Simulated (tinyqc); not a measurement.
Worked calculation: FCI on RHF in the cc-pvdz basis, for He, spin multiplicity 1. One step of it, computed by the program tinyqc.

Question. Integrals over molecular orbitals. (pq|rs) = sum C_ip C_jq C_kr C_ls (ij|kl), one index at a time.

coefficients C, order 1He 1s, 1He 2s, 1He 2px, 1He 2py, 1He 2pz:
```
[[0.592616, -1.149573, 0.000000, 0.000000, 0.000000],
 [0.513027, 1.187231, 0.000000, 0.000000, 0.000000],
 [0.000000, 0.000000, 1.000000, 0.000000, 0.000000],
 [0.000000, 0.000000, 0.000000, 1.000000, -0.000920],
 [0.000000, 0.000000, 0.000000, 0.000920, 1.000000]]
```

core Hamiltonian H = T + V (hartree), order 1He 1s, 1He 2s, 1He 2px, 1He 2py, 1He 2pz:
```
[[-1.880253, -1.545789, 0.000000, 0.000000, 0.000000],
 [-1.545789, -1.294671, 0.000000, 0.000000, 0.000000],
 [0.000000, 0.000000, 0.784997, 0.000000, 0.000000],
 [0.000000, 0.000000, 0.000000, 0.784997, 0.000000],
 [0.000000, 0.000000, 0.000000, 0.000000, 0.784997]]
```

Two-electron integrals (ij|kl) in chemists' order, unique and non-zero (hartree):
```
(11|11) 1.543036   (21|11) 0.784979   (21|21) 0.426774   (22|11) 0.803460
(22|21) 0.475908   (22|22) 0.615562   (31|31) 0.177307   (32|31) 0.142524
(32|32) 0.130008   (33|11) 1.099799   (33|21) 0.627782   (33|22) 0.734404
(33|33) 1.040531   (41|41) 0.177307   (42|41) 0.142524   (42|42) 0.130008
(43|43) 0.063706   (44|11) 1.099799   (44|21) 0.627782   (44|22) 0.734404
(44|33) 0.913119   (44|44) 1.040531   (51|51) 0.177307   (52|51) 0.142524
(52|52) 0.130008   (53|53) 0.063706   (54|54) 0.063706   (55|11) 1.099799
(55|21) 0.627782   (55|22) 0.734404   (55|33) 0.913119   (55|44) 0.913119
(55|55) 1.040531
```

Give: one-electron integrals over orbitals h = C^T H C; Two-electron integrals over orbitals.

Answer.

one-electron integrals over orbitals h = C^T H C (hartree):
```
[[-1.941, 0.316, 0.000, 0.000, 0.000],
 [0.316, -0.090, 0.000, 0.000, 0.000],
 [0.000, 0.000, 0.785, 0.000, 0.000],
 [0.000, 0.000, 0.000, 0.785, 0.000],
 [0.000, 0.000, 0.000, 0.000, 0.785]]
```

Two-electron integrals over orbitals (pq|rs), unique and non-zero (hartree):
```
(11|11) 1.027    (21|11) -0.316   (21|21) 0.228    (22|11) 0.858
(22|21) -0.255   (22|22) 0.765    (31|31) 0.183    (32|31) -0.025
(32|32) 0.029    (33|11) 0.961    (33|21) -0.230   (33|22) 0.775
(33|33) 1.041    (41|41) 0.183    (42|41) -0.025   (42|42) 0.029
(43|43) 0.064    (44|11) 0.961    (44|21) -0.230   (44|22) 0.775
(44|33) 0.913    (44|44) 1.041    (51|51) 0.183    (52|51) -0.025
(52|52) 0.029    (53|53) 0.064    (54|54) 0.064    (55|11) 0.961
(55|21) -0.230   (55|22) 0.775    (55|33) 0.913    (55|44) 0.913
(55|55) 1.041
```
